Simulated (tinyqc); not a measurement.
X-ray reflectivity of a thin film on silicon: critical angles, Parratt recursion, fringes and roughness: one step, computed by the program tinyqc. Command: `OMP_NUM_THREADS=1 python tinyqc.py 3120805 3120806 out.jsonl xrr walk`. One thread of a shared host (Intel(R) Xeon(R) Processor @ 2.30GHz), about 0.01 s of CPU time with the checks.

n = 1 - delta + i beta; the classical electron radius is r_e = 2.8179403e-6 nm. Layer 0 is vacuum, 1 the film, 2 the substrate.

Problem. Fringe period, contrast and decay. Far above the critical angle the period is d theta = lambda/(2 d), or 2 pi/d in q; the envelope runs between (|r_01| - |r_12 p|)^2 and (|r_01| + |r_12 p|)^2; contrast = 2 a b/(a^2 + b^2) with a = |r_01|, b = |r_12 p|; roughness factors on the amplitudes are about exp(-q^2 sigma^2/2).

Inputs (values chosen for the exercise, modelled on Al2O3 on silicon, copper K-alpha radiation):

| quantity | value | unit |
|---|---|---|
| wavelength lambda | 0.15406 | nm |
| film thickness d | 35.8 | nm |
| roughness of the surface sigma_1 | 0.14 | nm |
| roughness of the interface sigma_2 | 0.46 | nm |

1000 r_01 = 8.729196-0.115630i

1000 r_12 = -1.585745-0.024455i

p = 0.8379629-0.5152450i

q = 4 pi sin(theta)/lambda = 1.950188 1/nm

Give: period in theta; period in q; contrast; roughness factor, surface; roughness factor, interface.

Solution.

period in theta = 0.12328 degrees

period in q = 0.17551 1/nm

contrast = 0.34635

roughness factor, surface = 0.96341

roughness factor, interface = 0.66873
